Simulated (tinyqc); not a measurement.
A particle near a wafer in liquid: double-layer and van der Waals forces (DLVO), deposition barrier and removal: one step, computed by the program tinyqc.

Sphere and flat wall, Derjaguin approximation, constant potentials in the linear-superposition form, no retardation and no hydration force.

Task: Screening. kappa^2 = 2 z^2 e^2 N_A (1000 c)/(eps eps_0 k_B T); gamma_i = tanh(z e psi_i/(4 k_B T)); Z = 64 pi eps eps_0 (k_B T/(z e))^2 gamma_1 gamma_2.

Inputs (values chosen for the exercise, of the order of those for silica on silica in water): particle radius R = 40 nm; potential of the particle psi_1 = -52 mV; potential of the wafer psi_2 = -14 mV; salt concentration c = 0.0001 mol/L; valence z of the symmetric salt = 1; temperature T = 293 K; dielectric constant of the liquid = 80.2.

Constants: e = 1.602176634e-19 C; N_A = 6.02214076e+23 1/mol; eps_0 = 8.8541878128e-12 F/m; k_B = 1.380649e-23 J/K; k_B = 8.617333262e-05 eV/K.

Give: kappa; Debye length; gamma_1; gamma_2; Z; kappa R.

Result:

kappa = 0.03281 1/nm

Debye length = 30.48 nm

gamma_1 = -0.4737

gamma_2 = -0.1377

Z = 5.939 pN

kappa R = 1.312

Like signs: the double layers repel. Caution: kappa R is not large, so the Derjaguin approximation is only rough at gaps of the order of the Debye length.
